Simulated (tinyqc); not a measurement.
Hall factor, magnetoresistance and optical conductivity for a power-law relaxation time: one step, computed by the program tinyqc. Command: `OMP_NUM_THREADS=1 python tinyqc.py 3000983 3000984 out.jsonl magneto walk`. One thread of a shared host (Intel(R) Xeon(R) Processor @ 2.30GHz), about 0.01 s of CPU time with the checks.

One spherical parabolic band, tau(E) = tau_0 x^s with x = E/(k_B T). Landau quantisation is left out.

Task: At the given field. <y> = int y x^(3/2) f (1 - f) dx / int x^(3/2) f (1 - f) dx, f = 1/(1 + exp(x - eta)). Integrals over x = E/(k_B T) use 160 Gauss-Legendre points in u = sqrt(x) from 0 to sqrt(max(eta, 0) + 45). With w_c = e B/m: sigma_xx = (n e^2/m) <tau/(1 + w_c^2 tau^2)>, sigma_xy = (n e^2/m) <w_c tau^2/(1 + w_c^2 tau^2)>; r_H = (n e/B) sigma_xy/(sigma_xx^2 + sigma_xy^2); MR = sigma_0 sigma_xx/(sigma_xx^2 + sigma_xy^2) - 1, sigma_0 = n e^2 <tau>/m.

Inputs (values chosen for the exercise, with a mass close to that of electrons in InSb):
```
quantity,value,unit
effective mass m,0.014,m_0
exponent s,-0.5,-
tau_0,1000,fs
reduced Fermi level eta,6.3,-
temperature T,350,K
magnetic field B,0.0096,T
```

density n = 6.430175e+17 1/cm^3

drift mobility mu = 48516.07 cm^2/(V s)

Constants: e = 1.602176634e-19 C; m_0 = 9.1093837015e-31 kg.

Give: mu B; sigma_xx; |sigma_xy|; Hall factor r_H; magnetoresistance MR.

Result:

mu B = 0.046575

sigma_xx = 4986.8 S/cm

|sigma_xy| = 236.65 S/cm

Hall factor r_H = 1.0190

magnetoresistance MR = 0.0050815 %
